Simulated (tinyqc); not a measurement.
Worked calculation: tight binding, honeycomb lattice. Computed by tinyqc, a small Python program that keeps every step. Settings: t1 = 1.76, t2 = 0.24, phi = 0, delta = 0, points = 6. Command: `OMP_NUM_THREADS=1 python tinyqc.py 25179 25180 out.jsonl` (the two numbers bound the seeds that draw the settings). One thread of a shared host (Intel(R) Xeon(R) Processor @ 2.60GHz), about 0.01 s of CPU time with the checks.

## Bloch Hamiltonian at k

Parameters chosen for this model:
```
parameter     value                        unit
t1         1.760000                 eV, nearest
t2         0.240000       eV, second neighbours
phi               0  rad, phase of t2 (Haldane)
delta             0          eV, +/- on A and B
```

k point k (fractions of the reciprocal vectors): [0.49000, -0.02000]

H_AB = -t1 (1 + exp(-i k.a1) + exp(-i k.a2)); H_AA = delta - 2 t2 sum cos(k.b + phi), H_BB = -delta - 2 t2 sum cos(k.b - phi), b = a1, a2 - a1, -a2.

H(k) at k (eV), order A, B:
$$\begin{pmatrix}
0.48189 & -1.74959-0.11008i \\
-1.74959+0.11008i & 0.48189
\end{pmatrix}$$

## Levels at k

Diagonalise the Hermitian matrix.

eigenvalues (eV): [-1.27116, 2.23494]

weights |c|^2 of the basis functions, order A, B:
$$\begin{pmatrix}
0.50000 & 0.50000 \\
0.50000 & 0.50000
\end{pmatrix}$$

## Bloch Hamiltonian at K

k point K (fractions of the reciprocal vectors): [0.33333, 0.66667]

As before.

H(k) at K (eV), order A, B:
$$\begin{pmatrix}
0.72000 & 0.00000 \\
0.00000 & 0.72000
\end{pmatrix}$$

## Levels at K

As before.

eigenvalues (eV): [0.72000, 0.72000]

## Bands along a path

The same steps at evenly spaced points between the labelled ones.

Bands along the path (eV):
```
k            band 1   band 2
G          -6.72000  3.84000
G-K 0.20   -6.17387  3.77749
G-K 0.40   -4.70753  3.52315
G-K 0.60   -2.75607  2.93941
G-K 0.80   -0.82220  1.96192
K           0.72000  0.72000
K-M 0.20    0.09720  1.28788
K-M 0.40   -0.45941  1.71607
K-M 0.60   -0.89986  2.01150
K-M 0.80   -1.18256  2.18360
M          -1.28000  2.24000
M-K' 0.20  -1.18256  2.18360
M-K' 0.40  -0.89986  2.01150
M-K' 0.60  -0.45941  1.71607
M-K' 0.80   0.09720  1.28788
K'          0.72000  0.72000
```

With 1 band(s) filled, the highest filled level on these points lies at K and the lowest empty one at K: the bands touch or overlap, so there is no gap.
